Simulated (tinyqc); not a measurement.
Inside a calculation. Model: capacitance measurement on a leaky thin oxide: effects of series resistance and leakage.

Computed by the program tinyqc: `OMP_NUM_THREADS=1 python tinyqc.py 2022109 2022110 out.jsonl`, one thread of a shared Intel Xeon 2.30GHz, about 0.01 s for the whole run. Printed values are rounded.

The device is a capacitance C in parallel with a leakage conductance G, in series with Rs and Ls. An impedance meter reports either a parallel pair (Cp, Gp) from Y = 1/Z = Gp + i w Cp or a series pair (Cs, Rm) from Z = Rm + 1/(i w Cs); w = 2 pi f, dissipation D = Gp/(w |Cp|).

Inputs (values chosen for the exercise); values of the order met in thin-oxide MOS capacitors:
- eox = 7.44 (relative permittivity of the gate insulator (close to silicon nitride))
- tox = 1.8 nm (insulator thickness)
- A = 2500 um^2 (gate area)
- zc = 0.45 nm (oxide-equivalent thickness added by the accumulation layer)
- zp = 0 nm (oxide-equivalent thickness added by gate depletion)
- Jg = 0.0087 A/cm^2 (gate leakage current density, not matched to the thickness)
- Vs = 0.34 V (voltage for an e-fold rise of the leakage)
- Rs = 340 ohm (series resistance)
- Ls = 0 nH (series inductance)
- f = 1e5 Hz (measuring frequency)

Constants: eps0 = 8.8541878128e-14 F/cm where lengths are in cm. Results are converted to the units shown.

## True capacitance and conductance

EOT = 3.9 tox/eox; CET = EOT + zc + zp; C = 3.9 eps0 A/CET; G = Jg A/Vs.

EOT = 0.9435484 nm
CET = 1.393548 nm
C = 61.94857 pF
G = 0.6397059 uS

## What the meter reports

Z = Rs + i w Ls + 1/(G + i w C).

Z = (0.076212-2.568453i) x 1e4 ohm
Cp = 61.91079 pF
Gp = 1.154252 uS
Cs = 61.96530 pF
D = 0.02967252

Cp is 0.061 % below C and Cs is 0.027 % above it; G Rs = 2.18e-4, w C Rs = 0.0132 and G/(w C) = 0.0164.
